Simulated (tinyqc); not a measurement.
Peak against initial coverage: adsorption as a lattice gas: isotherms with interactions, competition, desorption peaks and saturation dose. Computed by tinyqc, a small Python program. Command: `OMP_NUM_THREADS=1 python tinyqc.py 3004861 3004862 out.jsonl adsorb walk`. One thread of a shared host (Intel(R) Xeon(R) Processor @ 2.30GHz), about 0.3 s of CPU time with the checks.

One adsorbate per site; a molecule needs 2 empty sites. Gas and surface have the same temperature.

Inputs (values chosen for the exercise, for a model surface): desorption energy E = 0.713 eV; prefactor nu = 5.7e+14 1/s; pair energy w (positive repels) = -0.025 eV; neighbours z = 3; heating rate beta = 1.8 K/s.

Adsorption: dissociative (second order).

Constants: k_B = 8.617333262e-05 eV/K.

Method. Heating at the rate beta: d theta/dT = -(nu/beta) theta^2 exp(-[E - 2 z w theta]/(k_B T)). Integrated numerically (relative tolerance 1e-9); T_p is the maximum of the rate.

Peak temperatures (K):
```
theta_0   w = 0  with w
0.1      249.53  253.79
0.3      241.97  254.18
0.5      238.61  258.39
0.7      236.44  263.61
0.9      234.85  269.36
```

What does the comparison show, and why?

Without interaction the peak moves down by 14.7 K, the mark of second order; with w it moves by +15.6 K.

Extremes, crossings and ranges named in words are read from the listed rows.
